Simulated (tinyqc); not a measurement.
Inside a calculation. Method: geometry optimisation on the PBE/sto-6g surface (energies and gradients from PySCF), for BeH2, spin multiplicity 1. Computed by tinyqc, a small Python program that keeps every step (integrals from PySCF). Settings: charge = 0, multiplicity = 1, basis = sto-6g, functional = pbe,pbe, optimiser = sd, first Hessian = 1.0, largest step = 0.3, iteration cap = 30. Command: `OMP_NUM_THREADS=1 python tinyqc.py 25685 25686 out.jsonl` (the two numbers bound the seeds that draw the settings). One thread of a shared host (Intel(R) Xeon(R) Processor @ 2.60GHz), about 10 s of CPU time with the checks.

positions at the start (bohr):
```
             x          y         z
1Be  -0.077479  -0.062361  0.045353
2H    0.081258   2.522784  0.311805
3H   -0.037795  -2.571917  0.270231
```

Stop when the largest gradient component is below 3e-5 hartree/bohr.

Course of the optimisation:

| step | E (hartree) | largest gradient (hartree/bohr) |
|---|---|---|
| 1 | -15.81506277 | 2.23e-02 |
| 2 | -15.81591844 | 1.62e-02 |
| 3 | -15.81643132 | 1.20e-02 |
| 4 | -15.81677086 | 9.09e-03 |
| 5 | -15.81700865 | 7.43e-03 |
| 6 | -15.81718089 | 6.84e-03 |
| 7 | -15.81730901 | 6.32e-03 |
| 8 | -15.81740684 | 5.87e-03 |
| 9 | -15.81748352 | 5.47e-03 |
| 10 | -15.81754521 | 5.11e-03 |
| 11 | -15.81759601 | 4.80e-03 |
| 12 | -15.81763872 | 4.51e-03 |
| 13 | -15.81767524 | 4.24e-03 |
| 14 | -15.81770688 | 4.00e-03 |
| 15 | -15.81773457 | 3.77e-03 |
| 16 | -15.81775900 | 3.56e-03 |
| 17 | -15.81778065 | 3.37e-03 |
| 18 | -15.81779993 | 3.19e-03 |
| 19 | -15.81781714 | 3.01e-03 |
| 20 | -15.81783254 | 2.85e-03 |
| 21 | -15.81784632 | 2.70e-03 |
| 22 | -15.81785868 | 2.56e-03 |
| 23 | -15.81786976 | 2.42e-03 |
| 24 | -15.81787971 | 2.29e-03 |
| 25 | -15.81788864 | 2.17e-03 |
| 26 | -15.81789666 | 2.06e-03 |
| 27 | -15.81790385 | 1.95e-03 |
| 28 | -15.81791031 | 1.85e-03 |
| 29 | -15.81791612 | 1.75e-03 |
| 30 | -15.81792133 | 1.66e-03 |

Can the last value be used, and what does the course show?

Not by the stop rule. Not converged within 30 steps: the energy falls at every step, but slowly. Reruns: method bfgs, first Hessian 0.6, largest step 0.3: converged in 9 (E = -15.81797).
